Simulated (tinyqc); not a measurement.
Self-heating of a transistor with one or more fingers, with temperature-dependent conductivity: one step, computed by the program tinyqc. Command: `OMP_NUM_THREADS=1 python tinyqc.py 3031488 3031489 out.jsonl selfheat walk`. One thread of a shared host (Intel(R) Xeon(R) Processor @ 2.30GHz), about 0.06 s of CPU time with the checks.

N long parallel fingers lie on the top face of a slab whose bottom is held at T_0; the top is otherwise insulated, and heat flows in two dimensions. P in W/mm is 1000 P in W/m.

Question. Geometry factors. A line source of power P on the top face raises the top at distance x by (P/(pi kappa_0)) g(x), g(x) = -ln tanh(pi x/(4 t)) (the image sum for the slab). On a strip of width w the centre sees the mean of g over the strip, g_0 = 1 + ln(8 t/(pi w)) for w much below t.

Inputs (values chosen for the exercise, modelled on diamond): finger pitch s = 18 micrometre; width of the heat source w = 0.96 micrometre; substrate thickness t = 62 micrometre.

Power: power rises with temperature.

Give: own factor g_0; g(j s), j = 1..7.

Answer.

own factor g_0 = 6.103

g(j s), j = 1..7: [1.495, 0.851, 0.521, 0.326, 0.205, 0.130, 0.082]
